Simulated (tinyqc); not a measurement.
Ideality from Voc and Vmp.

Question. An ideal cell J = Jsc - J0 (exp(V/(n Vt)) - 1) has exp((Voc - Vmp)/(n Vt)) = 1 + Vmp/(n Vt) at maximum power. Find n, J0 and FF.

Values chosen for this exercise:

| symbol | value | unit | meaning |
|---|---|---|---|
| T | 348 | K | temperature |

Constants: q = 1.602176634e-19 C, kB = 1.380649e-23 J/K, Vt = kB T/q. Results are converted to the units shown.

Jsc = 1640 mA/cm^2
Voc = 0.61856048 V
Vmp = 0.50764648 V

Solution. With a = n Vt, a ln(1 + Vmp/a) rises steadily with a, so Voc - Vmp fixes it; J0 follows from Voc.

n = 1.46
J0 = 1.20e-6 A/cm^2
FF = 0.756

Program tinyqc, `OMP_NUM_THREADS=1 python tinyqc.py 2280007 2280008 out.jsonl`; Intel Xeon 2.30GHz, shared host, one thread, about 0.01 s.
